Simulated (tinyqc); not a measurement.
Inside a calculation. Method: geometry optimisation on the UHF/6-31g surface (energies and gradients from PySCF), for H2-, spin multiplicity 2. The basis has no diffuse functions, so it cannot describe the extra electron: this is an exercise in the method, not the real anion. Computed by tinyqc, a small Python program that keeps every step (integrals from PySCF). Settings: charge = -1, multiplicity = 2, basis = 6-31g, optimiser = bfgs, first Hessian = 1.0, largest step = 0.5, iteration cap = 30. Command: `OMP_NUM_THREADS=1 python tinyqc.py 29798 29799 out.jsonl` (the two numbers bound the seeds that draw the settings). One thread of a shared host (Intel(R) Xeon(R) Processor @ 2.60GHz), about 0.4 s of CPU time with the checks.

## Step 1: energy and gradient

positions at the start (bohr):
```
           x         y         z
1H  0.000000  0.000000  0.000000
2H  0.000000  0.000000  1.309580
```

Self-consistent energy and analytic gradient at these positions.

energy = -0.88118438 hartree

gradient (hartree/bohr):
```
             x           y            z
1H  0.00000000  0.00000000   0.17254129
2H  0.00000000  0.00000000  -0.17254129
```

## Step 1: move

Quasi-Newton step p = -H^(-1) g (first H = 1 times the unit matrix); steps longer than 0.5 bohr are cut back.

positions after step 1 (bohr):
```
           x         y          z
1H  0.000000  0.000000  -0.172541
2H  0.000000  0.000000   1.482121
```

## Step 2: energy and gradient

As before.

energy = -0.92039892 hartree

gradient (hartree/bohr):
```
             x           y            z
1H  0.00000000  0.00000000   0.07283881
2H  0.00000000  0.00000000  -0.07283881
```

## Step 2: move

inverse Hessian in use (bohr^2/hartree):
```
          1         2          3         4         5          6
1  1.000000  0.000000   0.000000  0.000000  0.000000   0.000000
2  0.000000  1.000000   0.000000  0.000000  0.000000   0.000000
3  0.000000  0.000000   1.365281  0.000000  0.000000  -0.365281
4  0.000000  0.000000   0.000000  1.000000  0.000000   0.000000
5  0.000000  0.000000   0.000000  0.000000  1.000000   0.000000
6  0.000000  0.000000  -0.365281  0.000000  0.000000   1.365281
```

Quasi-Newton step p = -H^(-1) g (the inverse Hessian comes from BFGS updates; coordinates in the order x, y, z of each atom); steps longer than 0.5 bohr are cut back.

positions after step 2 (bohr):
```
           x         y          z
1H  0.000000  0.000000  -0.298593
2H  0.000000  0.000000   1.608174
```

## Convergence

Stop when the largest gradient component is below 3e-5 hartree/bohr. The inverse Hessian follows the BFGS update with s = step, y = change of gradient.

Course of the optimisation:
```
step  E (hartree)  largest gradient (hartree/bohr)
1     -0.88118438                         1.73e-01
2     -0.92039892                         7.28e-02
3     -0.93461533                         4.30e-02
4     -0.94565275                         2.00e-02
5     -0.94993666                         8.05e-03
6     -0.95102971                         2.51e-03
7     -0.95117354                         5.21e-04
8     -0.95118067                         4.73e-05
9     -0.95118073                         1.03e-06
```

Final distances (angstrom):
```
pair   distance
2H-1H  1.546848
```

Converged in 9 steps.
